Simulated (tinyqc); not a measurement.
Surface potential of a MOS transistor: implicit equation and explicit approximations: one step of the calculation.

p-type body, charge-sheet picture, depletion and inversion only, full ionisation (an idealisation for deep acceptors), Boltzmann statistics (rough once Na exp(x - xn) passes about Nc/7). In units of Vt: xg = (Vg - Vfb)/Vt, x = psi/Vt, G = gamma/sqrt(Vt), xn = (2 phiF + Vc)/Vt. The implicit equation is (xg - x)^2 = G^2 [x - 1 + exp(x - xn)] for x above about 3. Cox = eps0 eox/tox.

Question. Scales. ni = sqrt(Nc Nv) exp(-Eg/(2 Vt)), Eg in volts; phiF = Vt ln(Na/ni); gamma = sqrt(2 q eps0 eps_r Na)/Cox; VT = Vfb + Vt (xn + G sqrt(xn - 1)).

Parameters, values chosen for the exercise; band and dielectric values close to those of 4H silicon carbide: temperature T = 300 K; band gap Eg = 3.23 eV; relative permittivity eps_r = 9.77; conduction-band density of states at T Nc = 1.73e19 cm^-3; valence-band density of states at T Nv = 2.54e19 cm^-3; relative permittivity of the gate insulator (close to hafnium oxide) eox = 22.3; insulator thickness tox = 39 nm; acceptor density Na = 1.6e17 cm^-3; flat-band voltage Vfb = -0.65 V; channel-body voltage Vc = 0.5 V; gate-body voltage Vg = 3.31 V.

Constants: q = 1.602176634e-19 C, kB = 1.380649e-23 J/K, Vt = kB T/q, eps0 = 8.8541878128e-14 F/cm where lengths are in cm. Results are converted to the units shown.

Find: phiF; gamma; G; xn; VT; xg.

Answer.

phiF = 1.489 V
gamma = 0.4160 V^0.5
G = 2.587
xn = 134.5
VT = 3.601 V
xg = 153.2

Numbers from tinyqc (`OMP_NUM_THREADS=1 python tinyqc.py 2122038 2122039 out.jsonl`; about 0.01 s on one thread of a shared Intel Xeon 2.30GHz).
